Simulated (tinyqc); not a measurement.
Worked calculation: FCI on RHF in the 6-31g basis, for H2, spin multiplicity 1. One step of it, computed by the program tinyqc.

Problem. FCI: roots. Diagonalise (each vector has its largest component positive (the first on a tie)); all determinants have Ms = 0, so triplets appear too. The lowest singlet root is the correlation energy.

Occupation strings over the orbitals (2 doubly, a alpha, b beta, 0 empty; spin orbitals ordered 1a 1b 2a 2b ...): 2000 ab00 a0b0 a00b ba00 b0a0 b00a 0200 0ab0 0a0b 0ba0 0020 00ab 0b0a 00ba 0002

H - E(HF) between determinants (hartree), order 2000, ab00, a0b0, a00b, ba00, b0a0, b00a, 0200, 0ab0, 0a0b, 0ba0, 0020, 00ab, 0b0a, 00ba, 0002:
```
[[0.000000, 0.000000, 0.000000, 0.000000, 0.000000, 0.000000, 0.000000, 0.116453, 0.000000, -0.079060, 0.000000, 0.088497, 0.000000, 0.079060, 0.000000, 0.101196],
 [0.000000, 0.317311, 0.000000, 0.053175, -0.116453, 0.000000, 0.079060, 0.000000, 0.022510, 0.000000, 0.049377, 0.000000, -0.081000, 0.000000, 0.056263, 0.000000],
 [0.000000, 0.000000, 1.054011, 0.000000, 0.000000, -0.088497, 0.000000, 0.022510, 0.000000, -0.130793, 0.000000, -0.004929, 0.000000, 0.056263, 0.000000, 0.122725],
 [0.000000, 0.053175, 0.000000, 1.167144, 0.079060, 0.000000, -0.101196, 0.000000, -0.130793, 0.000000, 0.081000, 0.000000, 0.035792, 0.000000, -0.122725, 0.000000],
 [0.000000, -0.116453, 0.000000, 0.079060, 0.317311, 0.000000, 0.053175, 0.000000, 0.049377, 0.000000, 0.022510, 0.000000, 0.056263, 0.000000, -0.081000, 0.000000],
 [0.000000, 0.000000, -0.088497, 0.000000, 0.000000, 1.054011, 0.000000, -0.022510, 0.000000, 0.056263, 0.000000, 0.004929, 0.000000, -0.130793, 0.000000, -0.122725],
 [0.000000, 0.079060, 0.000000, -0.101196, 0.053175, 0.000000, 1.167144, 0.000000, 0.081000, 0.000000, -0.130793, 0.000000, -0.122725, 0.000000, 0.035792, 0.000000],
 [0.116453, 0.000000, 0.022510, 0.000000, 0.000000, -0.022510, 0.000000, 0.702166, 0.000000, 0.107771, 0.000000, 0.041959, 0.000000, -0.107771, 0.000000, 0.084968],
 [0.000000, 0.022510, 0.000000, -0.130793, 0.049377, 0.000000, 0.081000, 0.000000, 1.389222, 0.000000, -0.041959, 0.000000, -0.052251, 0.000000, -0.061576, 0.000000],
 [-0.079060, 0.000000, -0.130793, 0.000000, 0.000000, 0.056263, 0.000000, 0.107771, 0.000000, 1.493713, 0.000000, -0.052251, 0.000000, -0.084968, 0.000000, 0.028271],
 [0.000000, 0.049377, 0.000000, 0.081000, 0.022510, 0.000000, -0.130793, 0.000000, -0.041959, 0.000000, 1.389222, 0.000000, -0.061576, 0.000000, -0.052251, 0.000000],
 [0.088497, 0.000000, -0.004929, 0.000000, 0.000000, 0.004929, 0.000000, 0.041959, 0.000000, -0.052251, 0.000000, 2.139509, 0.000000, 0.052251, 0.000000, 0.186274],
 [0.000000, -0.081000, 0.000000, 0.035792, 0.056263, 0.000000, -0.122725, 0.000000, -0.052251, 0.000000, -0.061576, 0.000000, 2.252459, 0.000000, -0.186274, 0.000000],
 [0.079060, 0.000000, 0.056263, 0.000000, 0.000000, -0.130793, 0.000000, -0.107771, 0.000000, -0.084968, 0.000000, 0.052251, 0.000000, 1.493713, 0.000000, -0.028271],
 [0.000000, 0.056263, 0.000000, -0.122725, -0.081000, 0.000000, 0.035792, 0.000000, -0.061576, 0.000000, -0.052251, 0.000000, -0.186274, 0.000000, 2.252459, 0.000000],
 [0.101196, 0.000000, 0.122725, 0.000000, 0.000000, -0.122725, 0.000000, 0.084968, 0.000000, 0.028271, 0.000000, 0.186274, 0.000000, -0.028271, 0.000000, 2.391987]]
```

Give: lowest roots of this matrix, relative to E(HF); lowest vectors; <S^2> of these roots; weight of the ground state by excitation level 0, 1, 2, ....

Solution.

lowest roots of this matrix, relative to E(HF) (hartree): [-0.0361, 0.1758, 0.4232, 0.6877, 0.9533, 1.0608, 1.0689, 1.1095]

lowest vectors, order 2000, ab00, a0b0, a00b, ba00, b0a0, b00a, 0200, 0ab0, 0a0b, 0ba0, 0020, 00ab, 0b0a, 00ba, 0002:
```
[[0.9807, 0.0000, 0.0000, 0.1790],
 [0.0000, 0.6975, 0.7050, 0.0000],
 [0.0164, 0.0000, 0.0000, -0.0872],
 [0.0000, -0.1061, 0.0185, 0.0000],
 [0.0000, 0.6975, -0.7050, 0.0000],
 [-0.0164, 0.0000, 0.0000, 0.0872],
 [0.0000, -0.1061, -0.0185, 0.0000],
 [-0.1676, 0.0000, 0.0000, 0.9596],
 [0.0000, -0.0472, 0.0222, 0.0000],
 [0.0607, 0.0000, 0.0000, -0.1198],
 [0.0000, -0.0472, -0.0222, 0.0000],
 [-0.0306, 0.0000, 0.0000, -0.0431],
 [0.0000, 0.0014, 0.0465, 0.0000],
 [-0.0607, 0.0000, 0.0000, 0.1198],
 [0.0000, 0.0014, -0.0465, 0.0000],
 [-0.0357, 0.0000, 0.0000, -0.0372]]
```

<S^2> of these roots: [0.0000, 2.0000, 0.0000, 0.0000, 2.0000, 0.0000, 2.0000, 0.0000]

weight of the ground state by excitation level 0, 1, 2, ...: [0.9618, 0.0005, 0.0377]
